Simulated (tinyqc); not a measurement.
# Capacitance measurement on a leaky thin oxide: effects of series resistance and leakage, step by step

Computed by the program tinyqc: `OMP_NUM_THREADS=1 python tinyqc.py 2022148 2022149 out.jsonl`, one thread of a shared Intel Xeon 2.30GHz, about 0.01 s for the whole run. Printed values are rounded.

The device is a capacitance C in parallel with a leakage conductance G, in series with Rs and Ls. An impedance meter reports either a parallel pair (Cp, Gp) from Y = 1/Z = Gp + i w Cp or a series pair (Cs, Rm) from Z = Rm + 1/(i w Cs); w = 2 pi f, dissipation D = Gp/(w |Cp|).

Inputs (values chosen for the exercise); values of the order met in thin-oxide MOS capacitors: relative permittivity of the gate insulator (close to silicon dioxide) eox = 3.9; insulator thickness tox = 1.9 nm; gate area A = 2500 um^2; oxide-equivalent thickness added by the accumulation layer zc = 0.28 nm; oxide-equivalent thickness added by gate depletion zp = 0 nm; gate leakage current density, not matched to the thickness Jg = 7.4 A/cm^2; voltage for an e-fold rise of the leakage Vs = 0.17 V; series resistance Rs = 78 ohm; series inductance Ls = 0 nH; measuring frequency f = 2e5 Hz.

Constants: eps0 = 8.8541878128e-14 F/cm where lengths are in cm. Results are converted to the units shown.

## True capacitance and conductance

EOT = 3.9 tox/eox; CET = EOT + zc + zp; C = 3.9 eps0 A/CET; G = Jg A/Vs.

EOT = 1.9 nm
CET = 2.18 nm
C = 39.6002 pF
G = 1088.24 uS

## What the meter reports

Z = Rs + i w Ls + 1/(G + i w C).

Z = 995.001-41.933i ohm
Cp = 33.6454 pF
Gp = 1003.24 uS
Cs = 18977.4 pF
D = 23.7285

Cp is 15 % below C and Cs is 479 times it; G Rs = 0.0849, w C Rs = 0.00388 and G/(w C) = 21.9.
